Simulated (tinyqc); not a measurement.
Keating valence-force model of a tetrahedral crystal: one step, computed by the program tinyqc. Command: `OMP_NUM_THREADS=1 python tinyqc.py 3001611 3001612 out.jsonl keating walk`. One thread of a shared host (Intel(R) Xeon(R) Processor @ 2.30GHz), about 0.04 s of CPU time with the checks.

Atom A sits at 0 and atom B at a/4 (1,1,1) of an fcc lattice; the four bonds from A are t = a/4 (1,1,1), a/4 (1,-1,-1), a/4 (-1,1,-1), a/4 (-1,-1,1), of length d = sqrt(3) a/4. Energy: E = (3 alpha/(8 d^2)) sum over bonds (r.r - d^2)^2 + (3 beta/(8 d^2)) sum over pairs of bonds at one atom (r_i.r_j + d^2/3)^2, with beta_A for the six pairs at A and beta_B for the six at B. The cell holds two atoms, Omega = a^3/4. 1 N/m = 1 J/m^2. With constants fitted to the elastic moduli this model puts optical and zone-boundary frequencies of real crystals too high, by up to about 20 % in elemental crystals and up to about 50 % in compounds, and mostly by more for TA modes; in compounds the lattice part of the static dielectric constant then comes out too low.

Problem. Elastic constants and internal strain. beta = (beta_A + beta_B)/2; C11 = (alpha + 3 beta)/a, C12 = (alpha - beta)/a, C44 = 4 alpha beta/(a (alpha + beta)); with the two sublattices clamped C44(0) = (alpha + beta)/a; internal-strain parameter zeta = (alpha - beta)/(alpha + beta); B = (C11 + 2 C12)/3.

Inputs (values chosen for the exercise, modelled on aluminium arsenide):

| quantity | value | unit |
|---|---|---|
| lattice constant a | 5.661 | angstrom |
| bond stretching alpha | 43.4 | N/m |
| bond bending beta_A | 9.93 | N/m |
| bond bending beta_B | 9.93 | N/m |

Structure: zinc blende.

Give: C11; C12; C44; clamped C44(0); internal-strain parameter zeta; bulk modulus B.

Solution.

C11 = 129.3 GPa

C12 = 59.12 GPa

C44 = 57.10 GPa

clamped C44(0) = 94.21 GPa

internal-strain parameter zeta = 0.6276

bulk modulus B = 82.51 GPa

Letting the sublattices shift lowers C44 by 39 %, which is zeta^2. A shear is shared between bond lengths and angles. The model fixes 2 C44 (C11 + C12)/((C11 - C12)(C11 + 3 C12)) = 1.000 whatever alpha and beta are.
